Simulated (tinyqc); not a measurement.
# Reverse leakage of an n+-p junction: diffusion, generation, trap-assisted and band-to-band tunnelling: two studies

One-sided abrupt junction in the depletion approximation, x from the junction (0) to W on the p side, field F = F0 (1 - x/W). Flat quasi-Fermi levels, long p side. Traps generate through SRH with both lifetimes shortened by 1 + Gamma (Hurkx enhancement, form for moderate fields); band-to-band generation is local and needs a total bending above Eg.

Values chosen for this exercise; band and dielectric values those of a made-up semiconductor: temperature T = 300 K; band gap Eg = 0.589 eV; relative permittivity eps_r = 15.6; conduction-band density of states at T Nc = 8.39e18 cm^-3; valence-band density of states at T Nv = 5.99e18 cm^-3; acceptor density of the lighter side Na = 4.3e16 cm^-3; donor density of the heavier side Nd = 1e19 cm^-3; SRH lifetime of both carriers at zero field tau = 2e-8 s; trap level above the intrinsic level Et = 0.02 eV; tunnelling mass mt = 0.12 m0; electron diffusion coefficient on the lighter side Dn = 24 cm^2/s; band-to-band prefactor Ab = 1.8e16 cm^-0.5 V^-2.5 s^-1; band-to-band field constant Bb = 4.27e6 V/cm; reverse bias VR = 1.9 V.

Constants: q = 1.602176634e-19 C, kB = 1.380649e-23 J/K, hbar = 1.054571817e-34 J s, m0 = 9.1093837015e-31 kg, Vt = kB T/q, eps0 = 8.8541878128e-14 F/cm where lengths are in cm. Results are converted to the units shown.

Each table varies one quantity; the others keep the values above.

## Leakage components against the reverse bias

ni = sqrt(Nc Nv) exp(-Eg/(2 Vt)), Eg in volts; Vbi = Vt ln(Na Nd/ni^2); W = sqrt(2 eps0 eps_r (Vbi + VR)/(q Na)); F0 = 2 (Vbi + VR)/W; FG = sqrt(24 mt m0 (kB T)^3)/(q hbar); J_diff = q ni^2 sqrt(Dn/tau)(1 - exp(-VR/Vt))/Na. u = (Vbi + VR)(1 - x/W)^2, p = Na exp(-u/Vt), n = Nd exp((u - Vbi - VR)/Vt); G0 = ni^2 (1 - exp(-VR/Vt))/(tau (n + p + 2 ni cosh(Et/Vt))); Gamma = 2 sqrt(3 pi)(F/FG) exp((F/FG)^2); trap-assisted part G0 Gamma; G_bb = Ab F^2.5 exp(-Bb/F) with F in V/cm, zero unless Vbi + VR > Eg, and counted as zero under 1 cm^-3 s^-1. Currents are q times the integrals over 0 to W; J_bb under 1e-8 of J is printed as 0; rows with F0/FG above 2.2, beyond the range of this Gamma, are left out.

Leakage components against the reverse bias:
```
VR (V),F0 (kV/cm),F0/FG,J_diff (A/cm^2),J_SRH (A/cm^2),J_TAT (A/cm^2),J_bb (A/cm^2),J (A/cm^2),largest part
0.2,81.5,0.319,8.26e-4,0.00125,0.00152,0,0.00360,trap-assisted tunnelling
0.7,108,0.422,8.27e-4,0.00282,0.00475,0,0.00840,trap-assisted tunnelling
1.2,129,0.504,8.27e-4,0.00397,0.00824,0,0.0130,trap-assisted tunnelling
1.7,147,0.575,8.27e-4,0.00493,0.0120,5.10e-9,0.0178,trap-assisted tunnelling
2.2,163,0.638,8.27e-4,0.00576,0.0161,1.41e-7,0.0227,trap-assisted tunnelling
2.7,178,0.695,8.27e-4,0.00652,0.0204,1.77e-6,0.0278,trap-assisted tunnelling
3.2,191,0.748,8.27e-4,0.00721,0.0252,1.33e-5,0.0332,trap-assisted tunnelling
3.7,204,0.798,8.27e-4,0.00785,0.0303,7.00e-5,0.0390,trap-assisted tunnelling
4.2,216,0.844,8.27e-4,0.00845,0.0358,2.84e-4,0.0454,trap-assisted tunnelling
```

J rises from 0.00360 to 0.0454 A/cm^2. Trap-assisted tunnelling leads at VR = 0.2 and in all other rows. The ratio J_TAT/J_SRH goes from 1.21 to 4.24 as F0/FG goes from 0.319 to 0.844.

## Leakage components against the acceptor density of the lighter side

Same model as above.

Leakage components against the acceptor density of the lighter side:
```
Na (cm^-3),F0 (kV/cm),F0/FG,J_diff (A/cm^2),J_SRH (A/cm^2),J_TAT (A/cm^2),J_bb (A/cm^2),J (A/cm^2),largest part
1e16,73.5,0.288,0.00355,0.0114,0.0119,0,0.0268,trap-assisted tunnelling
2.4e16,114,0.448,0.00148,0.00717,0.0126,0,0.0212,trap-assisted tunnelling
5.6e16,176,0.687,6.35e-4,0.00459,0.0144,9.62e-7,0.0196,trap-assisted tunnelling
1.3e17,269,1.05,2.73e-4,0.00295,0.0200,0.0120,0.0352,trap-assisted tunnelling
3.2e17,424,1.66,1.11e-4,0.00185,0.0523,11.3,11.3,band-to-band tunnelling
```

J goes from 0.0268 through a minimum of 0.0196 (at Na = 5.6e16 among the rows listed) to 11.3 A/cm^2. Trap-assisted tunnelling leads at Na = 1e16, band-to-band tunnelling from 3.2e17 on. The ratio J_TAT/J_SRH goes from 1.04 to 28.4 as F0/FG goes from 0.288 to 1.66.

Range of the model: The n+ side is degenerate, so Vbi from Boltzmann statistics is only a guide.

Numbers from tinyqc (`OMP_NUM_THREADS=1 python tinyqc.py 2290153 2290154 out.jsonl`; about 0.01 s on one thread of a shared Intel Xeon 2.30GHz).
